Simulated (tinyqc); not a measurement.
Printed widths: electron-beam lithography: double-Gaussian proximity function, edge placement and dose correction for parallel lines. Computed by tinyqc, a small Python program. Command: `OMP_NUM_THREADS=1 python tinyqc.py 3111731 3111732 out.jsonl proximity walk`. One thread of a shared host (Intel(R) Xeon(R) Processor @ 2.30GHz), about 0.01 s of CPU time with the checks.

Lines are infinitely long. Absorbed energy is counted so that the middle of a very large area written at dose 1 receives 1; the resist develops where it exceeds 1/2.

Inputs (values chosen for the exercise, of the order of those for 20 keV electrons in resist on silicon): forward range alpha = 0.022 micrometre; backscatter range beta = 2.3 micrometre; backscatter ratio eta = 0.59.

line widths (micrometre): 0.037  0.032  0.049  0.24  0.032

gaps between the lines (micrometre): 1.6  0.071  0.3  0.19

Method:
- The first line starts at x = 0; each next one starts after the width and the gap.
- f(r) = [exp(-r^2/alpha^2)/alpha^2 + eta exp(-r^2/beta^2)/beta^2]/(pi (1 + eta)). A line from a to b at dose d gives E(x) = d [S(alpha) + eta S(beta)]/(1 + eta), S(s) = [erf((b - x)/s) - erf((a - x)/s)]/2.
- M_ij is the mean of E at the two edges of line i from line j at dose 1.
- Uncorrected edge energies are M 1. Solve M d = 1/2 for the doses d that put the mean edge energy of every line at the threshold.
- Edges are the roots of E(x) = 1/2 between a line centre and the middle of the next gap. Three cases: dose 1 everywhere; one common dose equal to the mean of d; the corrected doses.

Lines (micrometre):
```
line  left edge  right edge  centre
1         0.000       0.037  0.0185
2         1.637       1.669  1.6530
3         1.740       1.789  1.7645
4         2.089       2.329  2.2090
5         2.519       2.551  2.5350
```

corrected doses: 1 1.53584, 2 1.49917, 3 1.44028, 4 1.43754, 5 1.50271

Width error, printed less drawn (nm):
```
line  drawn width (nm)   dose 1  mean dose  corrected
1                   37  missing    -1.4281   1.50e-05
2                   32  missing    -0.3737   2.00e-06
3                   49  -20.919     1.2121   1.00e-06
4                  240  -20.257     1.2822   4.00e-06
5                   32  missing    -0.4693   4.00e-06
```

What follows from these numbers?

At dose 1, 3 of the 5 lines stay below the threshold. With the common mean dose the errors span 2.7 nm. With corrected doses the largest error is below 0.01 nm.

Extremes, crossings and ranges named in words are read from the listed rows.
